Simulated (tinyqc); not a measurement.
Formation energy of a charged point defect from supercell energies. Changing the dielectric constant eps. Computed by tinyqc, a small Python program. Command: `OMP_NUM_THREADS=1 python tinyqc.py 3026292 3026293 out.jsonl formation sweep`. One thread of a shared host (Intel(R) Xeon(R) Processor @ 2.30GHz), about 0.01 s of CPU time with the checks.

The host is a compound AB. Making the defect adds n_A = 1, n_B = 0 atoms to the cell. All total energies are inputs. E_F is counted from the valence-band maximum (VBM); x = 0 is A-rich and x = 1 B-rich growth.

Inputs (values chosen for the exercise, with gap and screening modelled on InP):
```
quantity                       value      unit
gap E_g                         1.35        eV
E_VBM of the host cell         4.314        eV
potential alignment dV          0.13        eV
cell length L                   21.5  angstrom
mu_A of the pure element      -3.896        eV
formation enthalpy dH of AB    -0.73        eV
growth condition x              0.94         -
Fermi level E_F                0.766        eV
temperature T                   1200         K
site density N_s             3.8e+22     cm^-3
```

Defect: A interstitial. Supercell lattice: sc.

charge states q: 3  2  1  0

E(defect, q) - E(host), in the order of q (eV): -17.327  -12.365  -7.359  -1.631

Constants: e^2/(4 pi eps_0) = 14.39964548 eV angstrom; k_B = 8.617333262e-05 eV/K.

Method:
- dmu_A = x dH and dmu_B = (1 - x) dH, so that dmu_A + dmu_B = dH; mu = mu(element) + dmu.
- The reservoir term is sum n_i mu_i.
- Image-charge correction of a point charge in a neutralising background: E_corr = q^2 alpha e^2/(4 pi eps_0) / (2 eps L), alpha = 2.837297 for a sc array with L the cube root of the volume.
- E_f(q, E_F) = [E(defect, q) - E(host)] - sum n_i mu_i + q (E_VBM + dV + E_F) + E_corr(q).
- eps(q/q-1) = E_f(q - 1, 0) - E_f(q, 0).
- E_f(q, E_F) = E_f(q, 0) + q E_F.
- c_q = N_s exp(-E_f(q, E_F)/k_B T), with all degeneracy factors one and no vibrational entropy.

One run for each value:
```
dielectric constant eps  level (+3/+2) (eV)  level (+1/0) (eV)  lowest formation energy (eV)
4.0                                -0.66968             1.0465                        2.6707
5.3                                -0.37836             1.1047                        2.6125
7.1                                -0.15111             1.1502                        2.5670
9.5                                 0.01793             1.1840                        2.5332
13.0                                0.15256             1.2109                        2.5063
17.0                                0.23855             1.2281                        2.4891
30.0                                0.35964             1.2523                        2.4649
```

Give the missing row, dielectric constant eps = 22.0.

Computed row:
```
dielectric constant eps  level (+3/+2) (eV)  level (+1/0) (eV)  lowest formation energy (eV)
22.0                                0.30206             1.2408                        2.4764
```

Interpolating between the two neighbouring rows (the first column on a logarithmic scale, the others too where they are positive) misses most in level (+3/+2) (eV), by 4.8 %. Over the rows, level (+3/+2) (eV) rises from -0.670 to 0.360; level (+1/0) (eV) rises from 1.05 to 1.25 (exponent d ln y / d ln x 0.19 between the first rows and 0.030 between the last); lowest formation energy (eV) falls from 2.67 to 2.46 (exponent d ln y / d ln x -0.078 between the first rows and -0.015 between the last). The cell energies are held while eps moves, so this shows how much hangs on the correction, which scales as q^2/eps; a kink in the lowest E_f marks a level crossing E_F.

Caution (rows 4.00, 5.30, 7.10, 9.50, 13.0, 17.0, 22.0): the largest image-charge correction in these energies, q^2 alpha e^2/(8 pi eps_0 eps L) with alpha = 2.837297, exceeds a quarter of the gap; the point-charge term alone is then a rough estimate, usually too large for a charge that is spread out.

Extremes, crossings and ranges named in words are read from the listed rows.
